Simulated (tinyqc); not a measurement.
Reverse leakage of an n+-p junction: diffusion, generation, trap-assisted and band-to-band tunnelling: one step of the calculation.

One-sided abrupt junction in the depletion approximation, x from the junction (0) to W on the p side, field F = F0 (1 - x/W). Flat quasi-Fermi levels, long p side. Traps generate through SRH with both lifetimes shortened by 1 + Gamma (Hurkx enhancement, form for moderate fields); band-to-band generation is local and needs a total bending above Eg.

Question. Generation rates across the layer. u = (Vbi + VR)(1 - x/W)^2, p = Na exp(-u/Vt), n = Nd exp((u - Vbi - VR)/Vt); G0 = ni^2 (1 - exp(-VR/Vt))/(tau (n + p + 2 ni cosh(Et/Vt))); Gamma = 2 sqrt(3 pi)(F/FG) exp((F/FG)^2); trap-assisted part G0 Gamma; G_bb = Ab F^2.5 exp(-Bb/F) with F in V/cm, zero unless Vbi + VR > Eg, and counted as zero under 1 cm^-3 s^-1. 16 equal steps.

Inputs (values chosen for the exercise); band and dielectric values close to those of silicon: temperature T = 250 K; band gap Eg = 1.11 eV; acceptor density of the lighter side Na = 2.1e17 cm^-3; donor density of the heavier side Nd = 5e19 cm^-3; SRH lifetime of both carriers at zero field tau = 2e-7 s; trap level above the intrinsic level Et = 0 eV; band-to-band prefactor Ab = 7.2e14 cm^-0.5 V^-2.5 s^-1; band-to-band field constant Bb = 1.93e7 V/cm; reverse bias VR = 2.1 V.

Constants: q = 1.602176634e-19 C, kB = 1.380649e-23 J/K, Vt = kB T/q. Results are converted to the units shown.

ni = 1.3507885e8 cm^-3
Vbi = 1.0298080 V
W = 137.63608 nm
F0 = 454.79471 kV/cm
FG = 291.59521 kV/cm

Find: x; F; Gamma; G0; G0 Gamma; G_bb.

Answer.

```
point,x (nm),F (kV/cm),Gamma,G0 (cm^-3 s^-1),G0 Gamma (cm^-3 s^-1),G_bb (1e10 cm^-3 s^-1)
0,0.0,454.8,109.1,1825,1.990e5,3.731
1,8.6,426.4,76.16,7.969e10,6.069e12,0.188
2,17.2,397.9,53.96,3.376e14,1.822e16,0.006
3,25.8,369.5,38.77,3.377e14,1.309e16,0.000
4,34.4,341.1,28.22,3.377e14,9.529e15,0.000
5,43.0,312.7,20.79,3.377e14,7.020e15,0.000
6,51.6,284.2,15.48,3.377e14,5.227e15,0.000
7,60.2,255.8,11.63,3.377e14,3.928e15,0.000
8,68.8,227.4,8.796,3.377e14,2.970e15,0.000
9,77.4,199.0,6.674,3.375e14,2.252e15,0.000
10,86.0,170.5,5.056,1.654e14,8.360e14,0.000
11,94.6,142.1,3.795,6.290e11,2.387e12,0.000
12,103.2,113.7,2.787,3.813e9,1.063e10,0.000
13,111.8,85.3,1.956,7.179e7,1.404e8,0.000
14,120.4,56.8,1.243,4.205e6,5.229e6,0.000
15,129.0,28.4,0.6042,7.663e5,4.630e5,0.000
16,137.6,0.0,0,4.344e5,0,0.000
```

Range of the model: The n+ side is degenerate, so Vbi from Boltzmann statistics is only a guide.

Numbers from tinyqc (`OMP_NUM_THREADS=1 python tinyqc.py 2290124 2290125 out.jsonl`; about 0.01 s on one thread of a shared Intel Xeon 2.30GHz).
